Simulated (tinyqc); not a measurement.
Inside a calculation: Lorentz oscillators and the Kramers-Kronig relations. Values are carried at full precision from step to step, so a last printed digit may differ when a step is redone from the rounded ones.

eps(E) = 1 + sum_j S_j/(E0_j^2 - E^2 - i G_j E).

Constants: hbar c = 1973.269805 eV angstrom; hbar^2/2m0 = 3.80998211 eV angstrom^2; e^2/(4 pi eps0) = 14.39964547 eV angstrom.

Inputs chosen for the exercise:
```
symbol  value          unit  meaning
E0      (5.99, 9.04)   eV    resonances
G       (0.82, 1.96)   eV    widths
S       (52.6, 105.2)  eV^2  strengths
E       12.81          eV    photon energy
h       0.5            eV    grid step
M       30                   grid points E_j = j h
i       10                   grid index at which eps1 is wanted
```

## Dielectric function at one energy

Evaluate each oscillator and the sum.

terms: [-0.4075+0.0334i, -1.1685+0.3562i]

eps(E) = -0.5760+0.3896i
eps(0) = 3.7533

## Optical constants

n + i k = sqrt(eps1 + i eps2) with k >= 0; R = ((n - 1)^2 + k^2)/((n + 1)^2 + k^2) at normal incidence from vacuum; alpha = 2 E k/(hbar c), times 1e8 for 1/cm; loss function Im(-1/eps) = eps2/(eps1^2 + eps2^2).

Convert eps at the photon energy E into the optical constants.

n = 0.2443
k = 0.7973
R = 0.5526
alpha = 1.04e+06 1/cm
loss function = 0.8056
vacuum wavelength hc/E (hc = 1239.841984 eV nm) = 96.8 nm

The intensity falls to 1/e within 9.66 nm. eps1 is negative, so k exceeds n, as in a metal below its plasma energy; R is 0.55.

## Absorptive part on the grid

Tabulate eps2 at E_j = j h.

eps2(E_j), j = 1 .. M: [0.0325, 0.0671, 0.1060, 0.1527, 0.2124, 0.2938, 0.4145, 0.6132, 0.9931, 1.9064, 4.9688, 11.2398, 4.8431, 2.6187, 2.5025, 3.3599, 5.0394, 6.1395, 4.8059, 2.9739, 1.8304, 1.1945, 0.8275, 0.6022, 0.4557, 0.3557, 0.2846, 0.2324, 0.1930, 0.1626]

## eps1 at one grid point

Kramers-Kronig: eps1(E) = 1 + (2/pi) P integral_0^infinity E1 eps2(E1)/(E1^2 - E^2) dE1. Maclaurin rule on the grid E_j = j h, j = 1 .. M: eps1(E_i) = 1 + (4 h/pi) sum over j with j - i odd of E_j eps2(E_j)/(E_j^2 - E_i^2); nothing is added above E_M.

List the terms E_j eps2_j/(E_j^2 - E_i^2) for j - i odd, add them and form eps1.

terms in order of j (1/eV): [-0.0007, -0.0070, -0.0283, -0.1138, -0.9409, 5.2054, 1.8250, 0.6006, 0.9066, 0.6997, 0.2255, 0.0887, 0.0434, 0.0244, 0.0151]

sum = 8.544 1/eV
eps1(E_i) = 6.439

The oscillator formula gives 7.034 at E_i = 5 eV. The rule samples every 2h = 1 eV against a narrowest width of 0.82 eV and stops at 15 eV; coarse sampling and the missing tail make the difference.

## The f-sum on the grid

W(E_M) = (2/pi) h sum_j E_j eps2_j, with half weight on the last point; the full integral equals sum S_j = (hbar omega_p)^2, and the electron density follows from (hbar omega_p)^2 = 8 pi c (e^2/(4 pi eps0)) N with c = hbar^2/2m0.

W(E_M) = 144.55 eV^2
sum S = 157.80 eV^2
share reached on this grid (a step near the line widths can inflate it) = 0.916
hbar omega_p = 12.562 eV
N = 1.14e+23 1/cm^3

## Checks

- The value of eps1 at 12.847 eV from a fine, long grid (with the tail of eps2 ~ 1/E^3 added) against the oscillator formula: both -0.562.

Program tinyqc; command `OMP_NUM_THREADS=1 python tinyqc.py 1680117 1680118 out.jsonl`; about 0.2 s on one thread of a shared Intel(R) Xeon(R) Processor @ 2.30GHz.
